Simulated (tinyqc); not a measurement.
Worked calculation: rapid thermal processing of a wafer: radiative balance, ramp and cooling, pattern effects, pyrometer error and spike budget. Computed by tinyqc, a small Python program that keeps every step. Command: `OMP_NUM_THREADS=1 python tinyqc.py 3110394 3110395 out.jsonl rtp walk`. One thread of a shared host (Intel(R) Xeon(R) Processor @ 2.30GHz), about 0.05 s of CPU time with the checks. Intermediate numbers are printed to about 6 digits and carried at full precision; extremes and crossings named in words are read from the listed rows.

The wafer is opaque and uniform through its thickness unless said otherwise; temperatures in formulas are in kelvin (C + 273.15). sigma = 5.670374419e-12 W/(cm^2 K^4).

Inputs (values chosen for the exercise, modelled on a hot silicon wafer):
```
quantity                                              value         unit
wafer thickness d                                       725   micrometre
heat capacity per volume C                             2.16   J/(cm^3 K)
thermal conductivity k                                 0.29     W/(cm K)
emissivity eps of each face                             0.6            -
reflectivity of the chamber walls r                    0.56            -
gas heat-transfer coefficient h, both faces together    3.7  mW/(cm^2 K)
wall temperature T_w                                    300            K
process temperature                                     871            C
starting temperature                                    400            C
ramp rate                                                31          K/s
relative change of absorptivity over a pattern          9.9            %
period of the pattern                                  0.71           mm
pyrometer wavelength                                    2.3   micrometre
error of the assumed emissivity                         1.1            %
activation energy of the process E_a                      2           eV
```

Constants: k_B = 8.617333262e-05 eV/K; h = 6.62607015e-34 J s; c = 299792458 m/s; k_B = 1.380649e-23 J/K.

## Power to hold and to ramp

Effective emissivity between parallel grey plates: eps_eff = 1/(1/eps + 1/(1 - r) - 1). Loss per area q(T) = 2 eps_eff sigma (T^4 - T_w^4) + h (T - T_w). Absorbed power during a ramp = q(T) + C d x ramp rate; thermal time constant tau = C d/(dq/dT), dq/dT = 8 eps_eff sigma T^3 + h; natural cooling rate q/(C d); front-to-back difference under one-sided heating at the end of the ramp = (absorbed power) d/(2 k).

eps_eff = 0.340206

holding power q = 9.70384 W/cm^2

power at the end of the ramp = 14.5584 W/cm^2

dq/dT = 26.8149 mW/(cm^2 K)

time constant tau = 5.84003 s

natural cooling rate = 61.9658 K/s

front-to-back difference = 1.81981 K

Radiation carries 68 % of the loss. The ramp needs 1.5 times the holding power.

## Cooling curve

Cooling with the lamps off: C d dT/dt = -q(T), integrated adaptively (relative tolerance 1e-10).

Lamps off at t = 0:
```
t (s)    T (C)  cooling rate (K/s)
0.58   836.744             56.3226
1.20   803.442             51.2467
2.30   751.215             44.0426
4.10   680.051             35.5727
5.80   624.623             29.9292
8.80   545.789             23.1429
15.00  429.426             15.3151
23.00  329.564             10.2038
```

The rate falls from 62.0 K/s at t = 0 to 10.2 K/s in the last row.

## Thermal budget of a spike

Spike anneal: linear ramp to the peak, then lamps off. Equivalent time at the peak = int exp(-(E_a/k_B)(1/T - 1/T_peak)) dt; estimate (k_B T^2/E_a)(1/ramp rate + 1/cooling rate). The ramp part uses 4000 trapezoid steps, the cooling part 4000 steps over 4 tau. Time within 50 K of the peak from the same curves.

equivalent time, ramp = 1.66239 s

equivalent time, cooling = 0.959774 s

equivalent time, total = 2.62216 s

estimate = 2.72972 s

time within 50 K of the peak = 2.47873 s

Cooling supplies 37 % of the budget.

## What a faster ramp buys

The formulas are those given above.

Against the ramp rate:
```
ramp (K/s)  ramp part (s)  cooling part (s)  total (s)  power at the peak (W/cm^2)
10                5.15341          0.959774    6.11318                      11.270
25                2.06136          0.959774    3.02114                      13.619
50                1.03068          0.959774    1.99046                      17.534
100               0.51534          0.959774    1.47511                      25.364
250               0.20614          0.959774    1.16591                      48.854
500               0.10307          0.959774    1.06284                      88.004
1000              0.05153          0.959774    1.01131                     166.304
```

From 10 to 100 K/s the total falls by a factor 4.1, from 100 to 1000 K/s by 1.46: the cooling part, 0.960 s, is a floor, and the natural cooling rate here is 62.0 K/s.

## Pattern effect

At steady state a sinusoidal change of absorbed power of relative amplitude a and period p gives the temperature amplitude a q/(dq/dT + k d (2 pi/p)^2); healing length l = sqrt(k d/(dq/dT)); process change = E_a dT/(k_B T^2). Emissivity is taken as unchanged.

healing length l = 8.85482 mm

amplitude without lateral conduction = 35.8263 K

amplitude = 0.00583350 K

change of the process rate = 0.0103424 %

Lateral conduction cuts the amplitude to 0.016 %, since p/(2 pi l) = 0.013.

## Pyrometer error

Signal proportional to eps/(exp(c2/(lambda T)) - 1), c2 = h c/k_B. If the assumed emissivity is too high by the given error, the reading T' solves (1 + error)/(exp(c2/(lambda T')) - 1) = 1/(exp(c2/(lambda T)) - 1). Wien estimate: T' - T = -lambda T^2 ln(1 + error)/c2. Process rates go as exp(-E_a/(k_B T)).

c2 = 14387.8 micrometre K

c2/(lambda T) = 5.46742

reading less true temperature = -2.27522 K

Wien estimate = -2.28937 K

rate at T over rate at T', less 1 = 4.12463 %

Caution: below about 600 C lightly doped silicon is partly transparent at this wavelength, so its emissivity is not yet the hot value early in the ramp.

Checks made by the program: cooling time against quadrature of C d dT/q (relative difference 3e-08).
